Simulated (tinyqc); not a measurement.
Inside a calculation. Model: planar ballistic transistor, top-of-the-barrier model.

Computed by the program tinyqc: `OMP_NUM_THREADS=1 python tinyqc.py 2400068 2400069 out.jsonl`, one thread of a shared Intel Xeon 2.30GHz, about 0.01 s for the whole run. Printed values are rounded.

At the top of the source barrier, states moving towards the drain are filled by the source (Fermi level 0) and states moving back by the drain (Fermi level -q Vd); nothing scatters. U is the shift of the band edge there, set by the capacitances CG, CD and CS (the total) and by the charge. Parabolic two-dimensional band; the source is grounded.

Parameters, values chosen for the exercise; mass and valleys close to those of germanium: temperature T = 300 K; effective mass m = 0.119 m0; valley degeneracy gv = 4; relative permittivity of the gate insulator eox = 3.9; insulator thickness tox = 2.4 nm; gate control CG/CS aG = 0.82; drain control CD/CS aD = 0.047; band edge at the barrier top above the source Fermi level at zero bias E0 = 0.33 eV; gate voltage Vg = 0.4 V; drain voltage Vd = 0.4 V.

Constants: q = 1.602176634e-19 C, kB = 1.380649e-23 J/K, hbar = 1.054571817e-34 J s, m0 = 9.1093837015e-31 kg, Vt = kB T/q, eps0 = 8.8541878128e-14 F/cm where lengths are in cm. Results are converted to the units shown.

## Density of states, capacitances and charge at zero bias

N0 = gv m kB T/(pi hbar^2), CG = eps0 eox/tox, vT = sqrt(2 kB T/(pi m)), CS = CG/aG, n0 = n at U = 0 and Vd = 0. eta1 = -(E0 + U)/Vt, eta2 = eta1 - Vd/Vt, n = (N0/2)[F_0(eta1) + F_0(eta2)], F_0(x) = ln(1 + exp x). UL = -(aG Vg + aD Vd).

N0 = 5.14042e12 cm^-2
CG = 1.43881 uF/cm^2
CS = 1.75464 uF/cm^2
n0 = 1.46974e7 cm^-2
UL = -0.3468 eV

## Iteration 1: self-consistent potential at the barrier top

U at the start (U = UL) = -0.3468 eV

eta1 = -(E0 + U)/Vt, eta2 = eta1 - Vd/Vt, n = (N0/2)[F_0(eta1) + F_0(eta2)], F_0(x) = ln(1 + exp x). U(out) = UL + q (n - n0)/CS. U(new) = U + 0.2 (U(out) - U).

eta1 = 0.649853
eta2 = -14.8228
n = 2.75002e12 cm^-2
U(out) = -0.0956950 eV
U after iteration 1 = -0.296579 eV

## Iteration 2: self-consistent potential at the barrier top

As before.

eta1 = -1.29278
eta2 = -16.7655
n = 6.23427e11 cm^-2
U(out) = -0.289876 eV
U after iteration 2 = -0.295238 eV

## Course of the iteration: self-consistent potential at the barrier top

Stop when U changes by less than 1e-9 eV, or after 90 iterations.

Course of the iteration:
```
iteration     U (eV)  |change| (eV)
1          -0.296579         0.0502
2          -0.295238        1.34e-3
3          -0.294680        5.59e-4
4          -0.294440        2.39e-4
5          -0.294337        1.03e-4
6          -0.294292        4.49e-5
7          -0.294273        1.95e-5
8          -0.294264        8.51e-6
9          -0.294260        3.71e-6
10         -0.294259        1.62e-6
11         -0.294258        7.04e-7
12         -0.294258        3.07e-7
13         -0.294258        1.34e-7
14         -0.294258        5.83e-8
15         -0.294258        2.54e-8
16         -0.294258        1.11e-8
17         -0.294258        4.82e-9
18         -0.294258        2.10e-9
19         -0.294258       9.16e-10
```

Converged in 19 iterations. At the end each change is about 0.44 times the one before: linear convergence.

## Current, mean velocity and share of the gate voltage

converged U = -0.294258 eV

N0 = gv m kB T/(pi hbar^2), CG = eps0 eox/tox, vT = sqrt(2 kB T/(pi m)), CS = CG/aG, n0 = n at U = 0 and Vd = 0. eta1 = -(E0 + U)/Vt, eta2 = eta1 - Vd/Vt, n = (N0/2)[F_0(eta1) + F_0(eta2)], F_0(x) = ln(1 + exp x). I = q (N0/2) vT [F_(1/2)(eta1) - F_(1/2)(eta2)] per width, F_(1/2)(x) = (2/sqrt(pi)) int_0^infinity u^(1/2)/(1 + exp(u - x)) du. Mean velocity I/(q n). CQ = (q/Vt) dn/d(eta1); the band edge follows the gate as -dU/dVg = aG/(1 + CQ/CS).

eta1 = -1.38258
n = 5.75439e11 cm^-2
I = 148.545 uA/um
mean velocity = 1.61120e7 cm/s
CQ = 3.19525 uF/cm^2
-dU/dVg = 0.290674 eV/V

The carriers from the source are near degeneracy (eta1 = -1.38), and the mean velocity is 1.03 times vT = sqrt(2 kB T/(pi m)) = 1.56e7 cm/s.
